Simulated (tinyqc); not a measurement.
Semiconductor laser, carrier and photon rate equations: one step of the calculation.

Carrier density N and photon density S in one mode: dN/dt = F1 = eta I/(q V) - (A N + B N^2 + C N^3) - vg g S; dS/dt = F2 = G vg g S + G be B N^2 - S/tp, with g = g0 ln(N/Ntr)/(1 + ec S). Output power P = Fo Eph S V/(G tp). No heating, no carrier transport.

Task. One Runge-Kutta step of a transient. y = (N, S), k1 = F(y), k2 = F(y + dt k1/2), k3 = F(y + dt k2/2), k4 = F(y + dt k3), y(new) = y + dt (k1 + 2 k2 + 2 k3 + k4)/6.

Inputs (values chosen for the exercise):
- V = 1.5e-12 cm^3 (active volume)
- G = 0.112 (confinement factor)
- vg = 7.78e9 cm/s (group velocity)
- g0 = 2500 1/cm (gain coefficient)
- Ntr = 1.5e18 cm^-3 (transparency density)
- ec = 2.1e-17 cm^3 (gain compression)
- tp = 2.2 ps (photon lifetime)
- A = 1.5e8 1/s (defect recombination coefficient)
- B = 1e-10 cm^3/s (radiative coefficient)
- C = 2e-29 cm^6/s (Auger coefficient)
- be = 0.00035 (share of spontaneous emission into the mode)
- eta = 0.74 (injection efficiency)
- I = 1.2 mA (drive current)
- dt = 2 ps (time step)

Constants: q = 1.602176634e-19 C. Results are converted to the units shown.

(N, S) at the start: N (1e18 cm^-3) 1.891, S (1e15 cm^-3) 0.363

Wanted: slopes per ps, N in 1e18 and S in 1e15 cm^-3; (N, S) after the step.

Result.

slopes per ps, N in 1e18 and S in 1e15 cm^-3:
```
       dN/dt    dS/dt
k1  0.001295  0.01680
k2  0.001215  0.01807
k3  0.001210  0.01809
k4  0.001123  0.01943
```

(N, S) after the step: N (1e18 cm^-3) 1.893, S (1e15 cm^-3) 0.3992

Numbers from tinyqc (`OMP_NUM_THREADS=1 python tinyqc.py 2840112 2840113 out.jsonl`; about 0.01 s on one thread of a shared Intel Xeon 2.30GHz).
